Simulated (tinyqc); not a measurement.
On-chip interconnect, size-dependent resistivity and RC delay: two steps of the calculation.

A rectangular line between two neighbours and two ground planes. Surface and grain-boundary scattering are added to the bulk resistivity as corrections; capacitances are parallel-plate values without fringing; inductance is ignored.

Inputs (values chosen for the exercise); metal values close to those of copper:
```
symbol  value     unit                                             meaning
rho0     1.69  uohm cm                                    bulk resistivity
lam      40.2       nm                                 bulk mean free path
ps        0.4                         specular share of surface scattering
Rg       0.41                   reflection coefficient of grain boundaries
gr          2                              grain size over the metal width
wd         19       nm                                    drawn line width
AR        1.8                              aspect ratio, height over width
tl        1.8       nm  liner on both walls and the bottom, not conducting
sp         28       nm                     space to the neighbouring lines
hd         30       nm     dielectric height to the planes above and below
ek        2.5                      relative permittivity of the dielectric
Mf          1                              Miller factor of the neighbours
Lw         43       um                                         line length
Rd        460      ohm                                   driver resistance
Cl       0.27       fF                                    load capacitance
```

Constants: eps0 = 8.8541878128e-12 F/m. Results are converted to the units shown.

Problem 1. Resistivity, resistance and capacitance per length. Metal width x = wd - 2 tl, height y = AR wd - tl; grain boundaries (Mayadas-Shatzkes): al = (lam/(gr x)) Rg/(1 - Rg), g = 1/[1 - 3 al/2 + 3 al^2 - 3 al^3 ln(1 + 1/al)] - 1; surfaces (Fuchs-Sondheimer, thick limit): s = (3/8) lam (1 - ps)(1/x + 1/y); rho = rho0 (1 + g + s); r = rho/(x y); c = eps0 ek (2 wd/hd + 2 Mf AR wd/sp).

Wanted: x; y; al; g; s; rho; r; c.

Solution 1.

x = 15.400 nm
y = 32.400 nm
al = 0.90700
g = 1.2524
s = 0.86650
rho = 5.2709 uohm cm
r = 105.64 ohm/um
c = 0.082112 fF/um

Problem 2. Ladder and Elmore delays. 7 equal pi sections: series Rs = r Lw/7; node capacitances c Lw/7, halved at nodes 0 and 7, with Cl added to node 7; Rd feeds node 0. Elmore delay of node k: the sum, over the resistors on the path to k, of resistance times all capacitance downstream of it.

r = 105.63843 ohm/um
c = 0.082112051 fF/um

Wanted: Rs; C; Elmore delay.

Solution 2.

Rs = 648.92 ohm

```
node	C (fF)	Elmore delay (ps)
0	0.25220	1.7484
1	0.50440	4.0512
2	0.50440	6.0266
3	0.50440	7.6747
4	0.50440	8.9956
5	0.50440	9.9891
6	0.50440	10.655
7	0.52220	10.994
```

The far-end value equals Rd (c Lw + Cl) + r Lw (c Lw/2 + Cl) for any number of pi sections; the line resistance contributes 84.1 % of it.

Range of the model: The metal width is under the mean free path, where the thick-limit surface term and the simple sum of corrections lose accuracy.

Computed by the program tinyqc: `OMP_NUM_THREADS=1 python tinyqc.py 2100127 2100128 out.jsonl`, one thread of a shared Intel Xeon 2.30GHz, about 0.01 s for the whole run.
